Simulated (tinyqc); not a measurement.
Exchange-split free-electron bands and tunnelling magnetoresistance: one step. The two Fermi spheres. Four cases, with inputs chosen for the exercise.

Task: Give k_s, n_s, D_s, the moment per electron (n_up - n_dn)/n and three polarisations: of D, of D v and of D v^2 (v proportional to k).

Majority and minority bands E = c k^2/m -/+ Dx/2, c = hbar^2/2m0, so k_up = sqrt(m (EF + Dx/2)/c), k_dn = sqrt(m (EF - Dx/2)/c); n_s = k_s^3/(6 pi^2), D_s = m k_s/(4 pi^2 c).

Constants: hbar^2/2m0 = 3.80998211 eV angstrom^2.

Give: k_up, k_dn; n_up, n_dn; D_up, D_dn; moment per electron; polarisations.

Case 1.

Values chosen: EF = 2.08 eV (Fermi energy above the mean band bottom); Dx = 2.06 eV (exchange splitting); m = 1 m0 (mass in the electrodes).

Result:

k_up, k_dn (1/angstrom): 0.9035  0.5250

n_up, n_dn (1/angstrom^3): 0.01245  0.00244

D_up, D_dn (1/(eV angstrom^3)): 0.00601  0.00349

moment per electron = 0.6720 muB

polarisations: D 0.2650, D v 0.4952, D v^2 0.6720

Case 2.

Values chosen: EF = 3.54 eV (Fermi energy above the mean band bottom); Dx = 5.4 eV (exchange splitting); m = 0.87 m0 (mass in the electrodes).

Result:

k_up, k_dn (1/angstrom): 1.1937  0.4380

n_up, n_dn (1/angstrom^3): 0.02872  0.00142

D_up, D_dn (1/(eV angstrom^3)): 0.00690  0.00253

moment per electron = 0.9059 muB

polarisations: D 0.4632, D v 0.7627, D v^2 0.9059

Case 3.

Values chosen: EF = 5.9 eV (Fermi energy above the mean band bottom); Dx = 10.08 eV (exchange splitting); m = 1.2 m0 (mass in the electrodes).

Result:

k_up, k_dn (1/angstrom): 1.8563  0.5204

n_up, n_dn (1/angstrom^3): 0.10801  0.00238

D_up, D_dn (1/(eV angstrom^3)): 0.01481  0.00415

moment per electron = 0.9569 muB

polarisations: D 0.5620, D v 0.8542, D v^2 0.9569

Case 4.

Values chosen: EF = 2.76 eV (Fermi energy above the mean band bottom); Dx = 1.58 eV (exchange splitting); m = 1.07 m0 (mass in the electrodes).

Result:

k_up, k_dn (1/angstrom): 0.9985  0.7438

n_up, n_dn (1/angstrom^3): 0.01681  0.00695

D_up, D_dn (1/(eV angstrom^3)): 0.00710  0.00529

moment per electron = 0.4150 muB

polarisations: D 0.1462, D v 0.2862, D v^2 0.4150

The three numbers differ although they describe one band structure: each probe (density of states, ballistic current, diffusive current) weights the velocity differently.

Computed by tinyqc, one run a case: `OMP_NUM_THREADS=1 python tinyqc.py N N+1 out.jsonl` with N = 1681648, 1681686, 1681815, 1681838; one thread of a shared Intel(R) Xeon(R) Processor @ 2.30GHz, about 0.01 s a run at most.
